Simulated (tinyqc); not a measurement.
# Gain of the pnp from the holding current

Inverse problem. On state with both base-emitter voltages at Von: npn base current Ib = (Von/Rs + bp Von/Rw)/(bn bp - 1), holding current Ih = (bn + 1) Ib + Von/Rs. Find bp.

Values chosen for this exercise: current gain of the npn bn = 13.8; substrate resistance shunting the npn Rs = 980 ohm; well resistance shunting the pnp Rw = 490 ohm; base-emitter voltage in the on state Von = 0.8 V.

Ih = 2.8436081 mA

Solution. Ih gives Ib, and Ib (bn bp - 1) = Von/Rs + bp Von/Rw is linear in bp.

bp = 3.70

tinyqc, about 0.06 s, one thread, Intel Xeon 2.30GHz (shared host): `OMP_NUM_THREADS=1 python tinyqc.py 2670113 2670114 out.jsonl`
